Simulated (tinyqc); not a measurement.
Comparisons within one model: BHZ model on a square lattice (one spin block). A value that a table varies takes the place of the one given here.

h(k) = e0 + d.s with s the Pauli matrices in the basis (E, H), k in units of 1/a: dx = (A/a) sin kx, dy = (A/a) sin ky, dz = M - (2B/a^2)(2 - cos kx - cos ky), e0 = -(2D/a^2)(2 - cos kx - cos ky). The other spin block is h*(-k). For small k this is the continuum model with dz = M - B k^2.

Parameters, chosen for this exercise (of the size used for HgTe wells; not measured data): A = 3.85 eV angstrom; B = -70.8 eV angstrom^2; D = -45.2 eV angstrom^2; a = 25 angstrom (grid spacing); M = 0.0122 eV (mass term); k = (0.2, 0.33) 1/a (wave vector).

## Through the transition

M is varied. Direct gap at Gamma 2|M|; smallest direct gap on kx = 0 to 1 in steps of 0.01; nu = 1 for M/B > 0, else 0; middle gap of a ribbon of 40 rows at kx = 0 (block (A/a) sy/(2i) + (B/a^2) sz + D/a^2 between rows, hard walls).

Against M (meV):
```
M    2|M|  smallest direct gap  nu  ribbon gap
-40  80.0                80.00   1       0.010
-25  50.0                50.00   1       0.260
-15  30.0                30.00   1       1.565
-8   16.0                16.00   1       4.538
-3    6.0                 6.00   1       8.716
3     6.0                 6.00   0      16.307
8    16.0                16.00   0      24.165
15   30.0                30.00   0      36.391
30   60.0                60.00   0      64.558
```

What does this show, and why?

With B < 0, negative M is inverted. There edge states cross the bulk gap: the ribbon gap is 0.260 against 50.0 meV at M = -25 meV, and 8.716 against 6.0 at -3 meV, where the edge states overlap across the whole ribbon and confinement rules, while for positive M confinement raises it above 2|M| (36.39 against 30 meV at M = 15 meV). The smallest direct gap stays at Gamma on all rows.

## What each parameter does

Levels at k and dz there. Each row changes one parameter from the base and keeps the others.

Results:
```
case                      lower (meV)  upper (meV)  dz (meV)
base                          -54.611       75.986    28.941
A = 4.235 eV angstrom         -59.906       81.281    28.941
B = -77.88 eV angstrom^2      -55.370       76.745    30.615
D = -36.16 eV angstrom^2      -56.748       73.849    28.941
M = 0.0172 eV                 -56.976       78.351    33.941
a = 27 angstrom               -51.191       69.517    26.553
```

What can be read from the table?

The largest shifts from the base row, up to three for each result and ties (the steps differ in size, so this ranks the rows, not the parameters). lower (meV): A -5.295, a +3.420, M -2.365. upper (meV): a -6.470, A +5.295, M +2.365. dz (meV): M +5.000, a -2.388, B +1.674; unchanged at the printed digits by A and D. D shifts both levels alike and leaves the states, so it cannot change the topology while the gap stays open.

(tinyqc, `OMP_NUM_THREADS=1 python tinyqc.py 1482862 1482863 out.jsonl`, Intel(R) Xeon(R) Processor @ 2.30GHz, 1 thread, shared host, about 0.07 s.)
